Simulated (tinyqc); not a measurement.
Defect, radiative and Auger recombination at equal electron and hole densities (ABC model): one step. Shares, lifetimes and light. Four cases, with inputs chosen for the exercise.

Question. Shares of the three paths; lifetime n/G = 1/(Ae + B n + C n^2); differential lifetime 1/(Ae + 2 B n + 3 C n^2) and bandwidth 1/(2 pi tau_d); optical power density ex IQE J Eph/e.

J/(e d) = Ae n + B n^2 + C n^3 with Ae = A + 4 S/w (four side walls, carriers spread evenly), e = 1.602176634e-19 C, lengths in cm; internal efficiency IQE = B n^2/(Ae n + B n^2 + C n^3); all injected carriers recombine in the layer.

Give: shares; lifetime; differential lifetime; bandwidth; optical power density.

Case 1.

Values chosen (orders of magnitude like those quoted for Si; shifted at random, so the results belong to these values and not to a real crystal): B = 5.7e-15 cm^3/s (radiative coefficient); C = 3.2e-30 cm^6/s (Auger coefficient); J = 1.6 A/cm^2 (current density); ex = 0.16 (extraction efficiency); Eph = 1.14 eV (photon energy).

Ae = 32000.0 1/s
n = 3.23114e+16 1/cm^3

Answer.

shares: defect 0.9008, radiative 0.0052, Auger 0.0940

lifetime = 2.81e+04 ns
differential lifetime = 2.36e+04 ns
bandwidth = 0.00675 MHz
optical power density = 0.00151 W/cm^2

The defect path is the largest; the device runs below its efficiency peak, where the defect and Auger shares are equal.

Case 2.

Values chosen (orders of magnitude like those quoted for GaAs; shifted at random, so the results belong to these values and not to a real crystal): B = 9.9e-11 cm^3/s (radiative coefficient); C = 1.4e-30 cm^6/s (Auger coefficient); J = 23 A/cm^2 (current density); ex = 0.56 (extraction efficiency); Eph = 1.45 eV (photon energy).

Ae = 1.50000e+06 1/s
n = 4.19697e+17 1/cm^3

Answer.

shares: defect 0.0346, radiative 0.9597, Auger 0.0057

lifetime = 23.1 ns
differential lifetime = 11.7 ns
bandwidth = 13.6 MHz
optical power density = 17.9 W/cm^2

The radiative path is the largest; the device runs below its efficiency peak, where the defect and Auger shares are equal.

Case 3.

Values chosen (orders of magnitude like those quoted for Si; shifted at random, so the results belong to these values and not to a real crystal): B = 3.6e-15 cm^3/s (radiative coefficient); C = 3.8e-30 cm^6/s (Auger coefficient); J = 34 A/cm^2 (current density); ex = 0.43 (extraction efficiency); Eph = 1.13 eV (photon energy).

Ae = 35000.0 1/s
n = 1.43494e+17 1/cm^3

Answer.

shares: defect 0.3077, radiative 0.0045, Auger 0.6878

lifetime = 8.79e+03 ns
differential lifetime = 3.69e+03 ns
bandwidth = 0.0431 MHz
optical power density = 0.0750 W/cm^2

The Auger path is the largest; the device runs above its efficiency peak, where the defect and Auger shares are equal.

Case 4.

Values chosen (orders of magnitude like those quoted for GaN; shifted at random, so the results belong to these values and not to a real crystal): B = 2.2e-12 cm^3/s (radiative coefficient); C = 4.2e-31 cm^6/s (Auger coefficient); J = 580 A/cm^2 (current density); ex = 0.38 (extraction efficiency); Eph = 2.72 eV (photon energy).

Ae = 2.40185e+07 1/s
n = 2.80532e+19 1/cm^3

Answer.

shares: defect 0.0577, radiative 0.1483, Auger 0.7940

lifetime = 2.40 ns
differential lifetime = 0.878 ns
bandwidth = 181 MHz
optical power density = 88.9 W/cm^2

The Auger path is the largest; the device runs above its efficiency peak, where the defect and Auger shares are equal.

Computed by tinyqc, one run a case: `OMP_NUM_THREADS=1 python tinyqc.py N N+1 out.jsonl` with N = 1650036, 1650045, 1650176, 1650206; one thread of a shared Intel(R) Xeon(R) Processor @ 2.30GHz, about 0.01 s a run at most.
